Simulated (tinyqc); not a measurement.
Inside a calculation. Method: tight binding, honeycomb lattice. One step of it, computed by the program tinyqc.

Question. Levels at k. Diagonalise the Hermitian matrix.

H(k) at k (eV):
```
                     A                    B
A             0.000000  -4.304446+0.360600i
B  -4.304446-0.360600i             0.000000
```

Give: eigenvalues; weights |c|^2 of the basis functions.

Answer.

eigenvalues (eV): -4.3195  4.3195

weights |c|^2 of the basis functions:
```
   band 1  band 2
A  0.5000  0.5000
B  0.5000  0.5000
```
